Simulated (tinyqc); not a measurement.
The same stress in different states: Raman shift of the zone-centre optical phonon of a diamond-structure crystal under stress. Computed by tinyqc, a small Python program. Command: `OMP_NUM_THREADS=1 python tinyqc.py 3013243 3013244 out.jsonl ramanstress walk`. One thread of a shared host (Intel(R) Xeon(R) Processor @ 2.30GHz), about 0.01 s of CPU time with the checks.

Axes x, y, z are the cube axes. Strain shifts the threefold optical mode and can split it; p, q and r are the phonon deformation potentials.

Inputs (values chosen for the exercise, modelled on silicon):

| quantity | value | unit |
|---|---|---|
| unstrained frequency omega_0 | 520.4 | 1/cm |
| p/omega_0^2 | -1.89 | - |
| q/omega_0^2 | -2.33 | - |
| r/omega_0^2 | -0.691 | - |
| C11 | 165.7 | GPa |
| C12 | 64.68 | GPa |
| C44 | 80.16 | GPa |
| stress sigma (tension positive) | -0.1 | GPa |

Stress state: biaxial. Axis: [110].

Method:
- S11 = (C11 + C12)/D, S12 = -C12/D, D = (C11 - C12)(C11 + 2 C12), S44 = 1/C44.
- eps_xx = S11 sigma_xx + S12 (sigma_yy + sigma_zz), and cyclic; eps_xy = S44 sigma_xy/2 (tensor strain).
- Secular matrix: M_xx = p eps_xx + q (eps_yy + eps_zz), M_xy = 2 r eps_xy; its eigenvalues are omega^2 - omega_0^2, and the shifts are these over 2 omega_0.
- Uniaxial: sigma n n^T; biaxial: sigma (1 - n n^T); hydrostatic: sigma 1. The line seen from (001) is taken as unresolved, at the intensity-weighted shift M_zz/(2 omega_0).

S44 = 12.4750 1/TPa

S11 = 7.72907 1/TPa

S12 = -2.16996 1/TPa

Shifts (1/cm):

| state | lowest | middle | highest | line seen from (001) |
|---|---|---|---|---|
| uniaxial [100] | 0.11698 | 0.23032 | 0.23032 | 0.23032 |
| uniaxial [110] | 0.06150 | 0.23032 | 0.28580 | 0.23032 |
| uniaxial [001] | 0.11698 | 0.23032 | 0.23032 | 0.11698 |
| uniaxial [111] | 0.11777 | 0.11777 | 0.34207 | 0.19254 |
| biaxial, normal [001] | 0.34730 | 0.34730 | 0.46063 | 0.46063 |
| biaxial, normal [111] | 0.23554 | 0.45984 | 0.45984 | 0.38508 |
| hydrostatic | 0.57761 | 0.57761 | 0.57761 | 0.57761 |

Seen from (001), uniaxial stress along [100] and along [110] give the same shift (0.230), and equal biaxial stress in the plane gives twice as much (0.461), since only sigma_xx + sigma_yy and sigma_zz enter M_zz. Stress along [001] gives 0.117. One measured shift therefore fixes the stress only once its state is assumed: read as uniaxial in the plane, a shift implies twice the stress that it does read as biaxial.

Extremes, crossings and ranges named in words are read from the listed rows.
